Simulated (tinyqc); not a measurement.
# One level coupled to a phonon between two leads, self-consistent Born approximation: effects of single changes

Wide-band leads with mu_L = +V/2 and mu_R = -V/2; phonons in equilibrium, Nq = 1/(exp(w0/kB T) - 1). Scattering links only energies that differ by w0, so a ladder E_k = E1 + k w0 closes on itself; terms that reach past its ends are dropped. Gn and Gp are the electron and hole parts of the spectral function A = Gn + Gp.

Parameters, values chosen for the exercise: temperature of leads and phonons T = 300 K; phonon energy w0 = 50 meV; level ed = 34 meV; coupling to the left lead GL = 18 meV; coupling to the right lead GR = 35 meV; electron-phonon matrix element M = 19 meV; bias V = 88 mV.

Constants: q = 1.602176634e-19 C, kB = 1.380649e-23 J/K, h = 6.62607015e-34 J s, Vt = kB T/q. Results are converted to the units shown.

Each table varies one quantity; the others keep the values above.

## Effect of the coupling

|G|^2 = 1/[(E - ed)^2 + (GL + GR + Sin + Sout)^2/4], Gn = |G|^2 (GL fL + GR fR + Sin), Gp = |G|^2 (GL (1 - fL) + GR (1 - fR) + Sout), f = 1/(1 + exp((E - mu)/kB T)). Sin(E) = M^2 [(Nq + 1) Gn(E + w0) + Nq Gn(E - w0)], Sout(E) = M^2 [(Nq + 1) Gp(E - w0) + Nq Gp(E + w0)]. Spectral currents into the level: iL = GL [fL Gp - (1 - fL) Gn], iR = GR [fR Gp - (1 - fR) Gn]. Here E - ed is replaced by E - ed - R(E), with the real part R(E) = (1/2 pi) P int [Sin + Sout](y) dy/(E - y). The total for one spin is I = (q/h) times the integral of iL over all E (all ladders, each long enough that its ends do not matter); the power given to phonons is (1/h) times the integral of E (iL + iR).

The same in every row: I without phonons (uA) = 1.179.

Effect of the coupling:

| M (meV) | I (uA) | ratio of the two | power to phonons (nW) | share of I V (%) |
|---|---|---|---|---|
| 2.5 | 1.179 | 0.9996 | 0.07241 | 0.06979 |
| 7.1 | 1.175 | 0.9965 | 0.5676 | 0.5488 |
| 11.7 | 1.168 | 0.9904 | 1.463 | 1.423 |
| 16.2 | 1.158 | 0.9817 | 2.616 | 2.568 |
| 20.8 | 1.144 | 0.9700 | 3.963 | 3.937 |
| 25.4 | 1.127 | 0.9555 | 5.379 | 5.424 |
| 30 | 1.107 | 0.9385 | 6.785 | 6.965 |

What does the comparison show?

The ratio to the current without phonons falls from 1.00 to 0.939, and the power to phonons rises from 0.0724 to 6.79 nW, as M^(1.97) between the first two rows (lowest order gives 2). Phonons lower the current here: the level lies inside the bias window, and broadening, sidebands and the shift R move weight out of it.

## Effect of the level position

Same model as above.

Effect of the level position:

| ed (meV) | I (uA) | I without phonons (uA) | ratio of the two | power to phonons (nW) | share of I V (%) |
|---|---|---|---|---|---|
| 0 | 1.311 | 1.374 | 0.9543 | 4.278 | 3.708 |
| 21 | 1.248 | 1.296 | 0.9630 | 3.936 | 3.585 |
| 42 | 1.073 | 1.090 | 0.9843 | 3.037 | 3.217 |
| 63 | 0.8384 | 0.8270 | 1.014 | 1.966 | 2.664 |
| 84 | 0.6051 | 0.5796 | 1.044 | 1.079 | 2.026 |
| 106 | 0.4061 | 0.3803 | 1.068 | 0.4977 | 1.392 |
| 127 | 0.2712 | 0.2514 | 1.079 | 0.2181 | 0.9137 |
| 148 | 0.1820 | 0.1688 | 1.079 | 0.09403 | 0.5870 |
| 169 | 0.1253 | 0.1170 | 1.071 | 0.04269 | 0.3870 |

What does the table show?

I falls from 1.31 to 0.125 uA as the level leaves the window |E| < 44 meV; the ratio to the current without phonons goes from 0.954 through a maximum of 1.08 (at ed = 127 meV among the rows listed) to 1.07. The power to phonons falls from 4.28 to 0.0427 nW.

Range of the model: The self-consistent Born approximation keeps only non-crossing phonon lines and no Hartree shift; it is rough once the coupling nears the phonon energy.

Numbers from tinyqc (`OMP_NUM_THREADS=1 python tinyqc.py 2720102 2720103 out.jsonl`; about 0.1 s on one thread of a shared Intel Xeon 2.30GHz).
